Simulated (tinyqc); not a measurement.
# Insulator thickness and V0 from two charges

Inverse problem. In an undoped wire Vg - V0 = Q/Cox + Vt ln(Q/Q0) + Vt ln(1 + Q/Q0) at the source, with Q0 = 4 eps0 eps_r Vt/R and Cox = eps0 eox/(R ln(1 + tox/R)). Find Cox, tox and V0.

Values chosen for this exercise; material values close to those of silicon: temperature T = 300 K; relative permittivity of the semiconductor eps_r = 11.6; relative permittivity of the gate insulator eox = 8.62; wire radius R = 10 nm.

Constants: q = 1.602176634e-19 C, kB = 1.380649e-23 J/K, Vt = kB T/q, eps0 = 8.8541878128e-14 F/cm where lengths are in cm. Results are converted to the units shown.

Qs at Vg = 1 and 1.4 V (nC/cm^2): [435.41014, 1136.1944]

Solution. The two equations are linear in 1/Cox and V0; tox follows by inverting the logarithm.

Cox = 1.98 uF/cm^2
tox = 4.70 nm
V0 = 0.702 V

tinyqc, about 0.03 s, one thread, Intel Xeon 2.30GHz (shared host): `OMP_NUM_THREADS=1 python tinyqc.py 2460174 2460175 out.jsonl`
